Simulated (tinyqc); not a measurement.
Worked calculation: CIS on RHF in the 6-31g basis, for H-, spin multiplicity 1. The basis has no diffuse functions, so it cannot describe the extra electron: this is an exercise in the method, not the real anion. One step of it, computed by the program tinyqc.

Question. Iteration 9 (converged): orbitals. Diagonalise F' = X^T F X, C = X C', fill 1 alpha and 1 beta electrons from the bottom; D = 2 C_occ C_occ^T. Each column has its largest component positive (the first on a tie).

converged F (hartree), order 1H 1s, 1H 2s:
$$\begin{pmatrix}
0.609643 & -0.123666 \\
-0.123666 & 0.101393
\end{pmatrix}$$

X, order 1H 1s, 1H 2s:
$$\begin{pmatrix}
1.243622 & -0.467072 \\
-0.467072 & 1.243622
\end{pmatrix}$$

Give: F' = X^T F X; orbital energies; coefficients C; D after iteration 9.

Answer.

F' = X^T F X (hartree):
$$\begin{pmatrix}
1.1087 & -0.6313 \\
-0.6313 & 0.4335
\end{pmatrix}$$

orbital energies (hartree): MO1 0.0552, MO2 1.4869

coefficients C, order 1H 1s, 1H 2s:
$$\begin{pmatrix}
0.2386 & 1.3068 \\
0.8267 & -1.0399
\end{pmatrix}$$

D after iteration 9, order 1H 1s, 1H 2s:
$$\begin{pmatrix}
0.1138 & 0.3945 \\
0.3945 & 1.3668
\end{pmatrix}$$
